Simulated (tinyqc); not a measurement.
Hexagonal on-chip spiral inductor, lumped pi model: two steps of the calculation.

Outer diameter do = di + 2 n wd + 2 (n - 1) sp, mean da = (do + di)/2, fill p = (do - di)/(do + di), length l = 3.464 n da. L = 2.33 mu0 n^2 da/(1 + 3.82 p), mu0 = 4 pi 1e-7 H/m. Rs = rho l/(wd delta (1 - exp(-th/delta))), delta = sqrt(rho/(pi f mu0)). Cs = n wd^2 eps0 eo/hu across the coil. At each end Cox = l wd eps0 eo/(2 ho) leads to the substrate branch Rsi = 2 rs he/(l wd) in parallel with Csi = l wd eps0 11.7/(2 he). With one end grounded Y = 1/(Rs + i w L) + i w Cs + 1/[1/(i w Cox) + 1/(1/Rsi + i w Csi)], w = 2 pi f; Q = -Im Y/Re Y. Eddy currents in neighbouring turns and in the substrate are left out.

Inputs (values chosen for the exercise); values of the order met in silicon radio-frequency processes:
```
symbol  value     unit                                     meaning
n         1.5                                      number of turns
wd          6       um                                  line width
sp          3       um                         space between turns
di        100       um                              inner diameter
th          3       um                             metal thickness
rho       1.9  uohm cm                           metal resistivity
ho          9       um                        oxide below the coil
hu        1.1       um            oxide between coil and underpass
eo        3.9                   relative permittivity of the oxide
rs         10   ohm cm                       substrate resistivity
he         50       um  effective spreading depth in the substrate
f         1.8      GHz                                   frequency
```

Constants: eps0 = 8.8541878128e-12 F/m. Results are converted to the units shown.

Problem 1. Geometry and model elements. do, l, L, delta, Rs, Cs, Cox, Rsi and Csi as defined.

Wanted: do; l; L; delta; Rs; Cs; Cox; Rsi; Csi.

Solution 1.

do = 121.0 um
l = 574.2 um
L = 0.5341 nH
delta = 1.635 um
Rs = 1.323 ohm
Cs = 1.695 fF
Cox = 6.609 fF
Rsi = 2903 ohm
Csi = 3.569 fF

Problem 2. Admittance, quality factor and apparent inductance. Series branch 1/(Rs + i w L), substrate branch, total Y, Q = -Im Y/Re Y, apparent inductance Im(1/Y)/w, metal-only value w L/Rs, share of the loss in the substrate Re(substrate branch)/Re Y.

L = 0.53409566 nH
Rs = 1.3231843 ohm
Cs = 1.6951745 fF
Cox = 6.6088136 fF
Rsi = 2902.8014 ohm
Csi = 3.5687593 fF

Give: series branch; substrate branch; Y; Q; apparent inductance; w L/Rs; share of the loss in the substrate.

Solution 2.

series branch = 34.6-158.0i mS
substrate branch = 0.01459+0.06987i mS
Y = 34.6-157.9i mS
Q = 4.561
apparent inductance = 0.5343 nH
w L/Rs = 4.565
share of the loss in the substrate = 0.04214 %

Q is 99.9 % of the metal-only value.

Computed by the program tinyqc: `OMP_NUM_THREADS=1 python tinyqc.py 2302057 2302058 out.jsonl`, one thread of a shared Intel Xeon 2.30GHz, about 0.01 s for the whole run.
